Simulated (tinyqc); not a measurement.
Surface orientation and number of bands: six-band hole subbands of a thin body in a field.

Basis X, Y, Z times spin, hole energies counted downwards from the unstrained edge (the hydrostatic shift is left out), c = hbar^2/2m0. For a symmetric tensor T let C(T) have C_XX = L Txx + M (Tyy + Tzz), C_XY = N Txy (cyclic), L = c (g1 + 4 g2), M = c (g1 - 2 g2), N = 6 c g3. k = q + kz n, n the unit normal, q = k1 u + k2 v with u along the channel [1-10] and v = n x u. H = C(k k^T) + (Dso/3)(1 - L.sigma) - B + e F z with (L_k)_ij = -i epsilon_kij; B is the block C built from the traceless strain with 2b, -b and sqrt(3) d in place of L, M, N. Strain: exx = eyy = (s11 + s12) sx/2, ezz = s12 sx, exy = -s44 sx/4. Hard walls at z = 0 and t; basis sin(j pi z/t), j = 1 to Nz: kz^2 = (j pi/t)^2, kz = -i D with D_jl = 4 j l/(t (j^2 - l^2)), z_jj = t/2 and z_jl = -8 t j l/(pi (j^2 - l^2))^2 for j + l odd; 1 MV/cm = 0.01 eV/angstrom.

Nz = 14. E1 is the top subband at q = 0, gap the distance to the next pair, and the masses are c q^2/(E(q) - E1) at |q| = 0.02 1/angstrom (mean of the spin pair) along the channel [1-10] and across it in the plane; a dash marks a band that does not rise.

Constants: hbar^2/2m0 = 3.80998211 eV angstrom^2.

Inputs chosen for the exercise (near those of a p-type Si channel; the results hold for these values, not for the real material):
- g1 = 4.29 (Luttinger gamma1)
- g2 = 0.34 (gamma2)
- g3 = 1.45 (gamma3)
- Dso = 0.045 eV (spin-orbit splitting)
- b = -2.11 eV (tetragonal potential)
- d = -4.88 eV (trigonal potential)
- S = (7.62, -2.11, 12.69) 1/TPa (compliances s11, s12, s44)
- t = 50 angstrom (body thickness)
- F = 1.2 MV/cm (field across the body)
- sx = -0.5 GPa (stress along the channel [1-10], negative in compression)

Three faces, six bands; and four bands, with Dso set to 1000 eV.

Results:

| case | E1 (meV) | gap (meV) | m channel | m across |
|---|---|---|---|---|
| (001) 6 bands | 282.9 | 33.7 | 0.206 | 1.155 |
| (001) 4 bands | 287.4 | 46.8 | 0.250 | 0.422 |
| (110) 6 bands | 120.7 | 93.5 | 0.115 | 0.277 |
| (110) 4 bands | 223.7 | 150.1 | 0.149 | 0.314 |
| (111) 6 bands | 203.4 | 39.9 | 0.173 | 0.627 |
| (111) 4 bands | 208.8 | 158.7 | 0.185 | 0.196 |

How do the results move, and what explains it?

With six bands the top subband is shallowest on (110) (120.7 meV) and deepest on (001). Without the stress E1 would be 293.9, 139.1 and 213.6 meV, so the stress moves it by -11.0, -18.4 and -10.2 meV. The lightest channel mass is on (110) (0.115 m0). Dropping the split-off band moves E1 by 4.6, 103.0 and 5.4 meV and the gap by 13.0, 56.6 and 118.8 meV on the three faces, with Dso = 45 meV.

Computed by tinyqc, a small Python program: `OMP_NUM_THREADS=1 python tinyqc.py 1281474 1281475 out.jsonl` (the numbers bound the seed that draws the inputs); one thread of a shared host (Intel(R) Xeon(R) Processor @ 2.30GHz), about 0.4 s for the whole set of steps.
